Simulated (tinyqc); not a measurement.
What moves the results: standing waves and exposure in a photoresist film. A value that a table varies takes the place of the one given here.

Normal incidence from air. Unexposed resist: N1 = n1 + i k1 with k1 = (A + B) lam/(4 pi), lam in micrometres. r01 = (1 - N1)/(1 + N1), t01 = 2/(1 + N1). Substrate Ns = ns + i ks: r12 = (N1 - Ns)/(N1 + Ns). With p = exp(2 pi i N1 d/lam), the field at depth z is E(z) = t01 [exp(2 pi i N1 z/lam) + r12 p^2 exp(-2 pi i N1 z/lam)]/(1 + r01 r12 p^2), the relative intensity I(z) = n1 |E(z)|^2 and the reflectance R = |(r01 + r12 p^2)/(1 + r01 r12 p^2)|^2.

Parameters, chosen for this exercise (a resist on polySi, indices near tabulated ones; shifted at random, so the results belong to these values and not to a real crystal):
- lam = 248 nm (vacuum wavelength)
- n1 = 1.729 (resist index)
- A = 0.14 1/micrometre (bleachable absorption (Dill A))
- B = 0.57 1/micrometre (fixed absorption (Dill B))
- d = 498 nm (resist thickness)
- ns = 1.66 (substrate n)
- ks = 2.814 (substrate k)

## Swing of the coupled dose with resist thickness

The mean of I is taken over 800 depths; the relative dose to clear is taken as 1/(mean of I over the lowest period, 60 depths), scaled to 1 in the first row.

Swing:
```
d (nm),R,mean I,relative dose
498.0,0.3907,0.8294,1.000
510.0,0.2622,0.9895,0.833
521.9,0.0737,1.2359,0.675
533.9,0.0741,1.2336,0.690
545.8,0.2534,0.9886,0.869
557.8,0.3726,0.8188,1.043
569.7,0.3700,0.8079,1.043
581.7,0.2440,0.9568,0.876
593.6,0.0628,1.1797,0.718
605.6,0.0631,1.1764,0.733
617.5,0.2358,0.9534,0.913
629.5,0.3532,0.7967,1.087
641.4,0.3508,0.7873,1.087
```

The period is 71.7 nm, six rows. The relative dose swings between 0.675 and 1.087, a ratio (max - min)/mean of 0.463, against the estimate 4 sqrt(|r01|^2 |r12|^2) exp(-(A + B) d) = 0.476 for the oscillating part alone; the ratio from the table also holds the slow rise from absorption, 8.7 % over two periods, so the two are not strictly comparable. The dose is least sensitive to thickness at an extremum; the lowest dose listed is at 521.9 nm.

## What moves the exposure

The mean of I is over 800 depths. Each row changes one parameter from the base and keeps the others.

Results:
```
case,|r12|^2,R,mean I,I at the bottom
base,0.4026,0.3907,0.8294,0.3292
d = 508 nm,0.4026,0.2918,0.9515,0.3801
n1 = 1.746,0.4004,0.3558,0.8719,0.3533
B = 0.77 1/micrometre,0.4011,0.3513,0.7890,0.3033
ks = 2.533,0.3533,0.3610,0.8210,0.3632
ns = 1.826,0.3804,0.3809,0.8208,0.3114
```

The largest shifts from the base row, up to three for each result and ties (the steps differ in size, so this ranks the rows, not the parameters). |r12|^2: ks -0.0493, ns -0.0223, n1 -0.0022; unchanged at the printed digits by d. R: d -0.0988, B -0.0394, n1 -0.0349. mean I: d +0.1221, n1 +0.0425, B -0.0404. I at the bottom: d +0.0509, ks +0.0340, B -0.0259.

tinyqc: `OMP_NUM_THREADS=1 python tinyqc.py 1681985 1681986 out.jsonl`; about 0.01 s, one thread, shared Intel(R) Xeon(R) Processor @ 2.30GHz.
